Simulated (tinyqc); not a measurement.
Inside a calculation. Model: ion-assisted plasma etching: sheath, surface coverage, synergy and aspect-ratio dependence. Computed by tinyqc, a small Python program that keeps every step. Command: `OMP_NUM_THREADS=1 python tinyqc.py 3016496 3016497 out.jsonl etch walk`. One thread of a shared host (Intel(R) Xeon(R) Processor @ 2.30GHz), about 0.07 s of CPU time with the checks. Intermediate numbers are printed to about 5 digits and carried at full precision; extremes and crossings named in words are read from the listed rows.

Radicals adsorb on bare sites; ions remove covered sites with a high yield and bare sites by sputtering; a slow spontaneous reaction acts everywhere, walls included.

Inputs (values chosen for the exercise, close to those used for silicon in a halogen plasma):
```
quantity                                value       unit
plasma density n_e                    3.7e+11     1/cm^3
electron temperature T_e                    3         eV
ion mass M_i                               71          u
sheath voltage V                          390          V
radical density n                     2.1e+13     1/cm^3
radical mass M_n                         35.5          u
gas temperature T_g                       500          K
sticking coefficient s                  0.068          -
radicals per removed unit x                 2          -
yield slope b                            0.17  eV^(-1/2)
threshold E_th                             23         eV
sputter slope b_p                       0.017  eV^(-1/2)
sputter threshold E_p                      38         eV
spontaneous reaction probability k_c    0.001          -
solid density N                         5e+22     1/cm^3
ion temperature T_i                      0.64         eV
aspect ratio A                            5.3          -
```

Feature: long trench.

Constants: e = 1.602176634e-19 C; u = 1.6605390666e-27 kg; k_B = 1.380649e-23 J/K; eps_0 = 8.8541878128e-12 F/m.

## Fluxes

Bohm speed u_B = sqrt(e T_e/M_i); ion flux G_i = 0.61 n_e u_B; radical flux G_n = n c/4 with c = sqrt(8 k_B T_g/(pi M_n)).

Bohm speed = 2.0191e+05 cm/s

ion flux G_i = 4.5572e+16 1/(cm^2 s)

radical speed c = 54608 cm/s

radical flux G_n = 2.8669e+17 1/(cm^2 s)

flux ratio G_n/G_i = 6.2911

## Sheath and ion angles

Debye length lambda_D = sqrt(eps_0 T_e/(e n_s)) with n_s = 0.61 n_e, T_e in volts; Child-law sheath d = (sqrt2/3) lambda_D (2 V/T_e)^(3/4); ion energy E = V + T_e/2; angular spread = arctan(sqrt(T_i/E)).

Debye length = 27.103 um

sheath thickness = 827.25 um

ion energy E = 391.5 eV

angular spread = 2.3153 degrees

## Yields

Yields: Y = b (sqrt(E) - sqrt(E_th)) on covered sites, Y_p = b_p (sqrt(E) - sqrt(E_p)) on bare ones (zero below threshold).

yield Y = 2.5484

sputter yield Y_p = 0.23157

## Open-field etch rate

Steady coverage: s G_n (1 - theta) = x Y G_i theta; removal flux = Y G_i theta + Y_p G_i (1 - theta) + k_c G_n; rate = flux/N, 1 cm/s = 6e8 nm/min. Lateral rate = k_c G_n/N; anisotropy = 1 - lateral/vertical; synergy = vertical/(ions alone + radicals alone), with ions alone Y_p G_i/N and radicals alone the lateral rate.

coverage theta = 0.077434

vertical rate = 228.19 nm/min

lateral rate = 3.4403 nm/min

anisotropy = 0.98492

synergy = 1.7542

The surface is nearly bare: radicals limit the ion-assisted part, and sputtering gives 51 % of the rate.

## Rate at the floor of the feature

Transmission of a long trench, rough form: K = (1 + ln(1 + A))/(1 + A + ln(1 + A)), walls that scatter diffusely without loss. With a loss probability S = s (1 - theta) at the floor, G_b/G_n = K/(K + S - K S); theta follows G_b, and the two are solved together. Ions are taken to reach the floor unshadowed; G_b replaces G_n in every term of the rate; A is depth over width.

transmission K = 0.34894

G_b/G_n = 0.89444

coverage at the floor = 0.069831

rate at the floor = 218.19 nm/min

floor rate over open-field rate = 0.95619

The lag is 4.4 %. Caution: the trench transmission is an interpolation between the limits 1 and ln(A)/A, good to tens of per cent.

## Etch lag against aspect ratio

The formulas are those given above.

Floor of the feature:
```
A            K  G_b/G_n     theta  rate (nm/min)  relative rate
0.5    0.73760  0.97813  0.075870         226.13        0.99098
1.0    0.62869  0.96418  0.074868         224.81        0.98521
2.0    0.51203  0.94335  0.073370         222.84        0.97658
5.0    0.35830  0.89827  0.070109         218.55        0.95780
10.0   0.25361  0.84253  0.066046         213.21        0.93439
20.0   0.16821  0.75982  0.059951         205.21        0.89931
50.0   0.08978  0.60381  0.048236         189.83        0.83190
100.0  0.05317  0.46172  0.037308         175.49        0.76909
```

K falls by a factor 13.9 over the rows and the rate by 1.29. Among these rows the rate stays within 10 % of the open-field value up to A = 10, with an open-field coverage below one half; sputtering, which needs no radicals, carries much of the rate in the last rows. Caution: rows with A above about 1/(2 tan(ion spread)) or 1/sqrt(k_c), often 10 to 30, are formal: ion shadowing, radical loss on the walls, redeposition of sputtered material and, in fluorocarbon plasmas, polymer growth are left out and add to the lag.

## Yield per ion against the flux ratio

The ion flux is fixed and the radical flux set by the ratio; the removal per ion is the removal flux over G_i.

Open field:
```
G_n/G_i    theta  rate (nm/min)  removal per ion
0.3      0.00399          131.9           0.2411
1        0.01317          143.9           0.2631
3        0.03848          177.0           0.3237
10       0.11771          281.2           0.5143
30       0.28584          505.2           0.9238
100      0.57158          905.5           1.6558
300      0.80010         1304.4           2.3853
1000     0.93027         1852.1           3.3868
3000     0.97562         3003.3           5.4919
```

Coverage reaches one half at G_n/G_i = x Y/s = 75.0. Below that the ion-assisted part follows the radical flux, on top of the sputter floor Y_p = 0.232; above it the ion-assisted part saturates at Y = 2.55 per ion, and the further rise to 5.49 comes from the spontaneous reaction, which costs anisotropy.

Checks made by the program: series form 1/R = 1/(Y G_i) + x/(s G_n) of the ion-assisted part (relative difference below 1e-10).
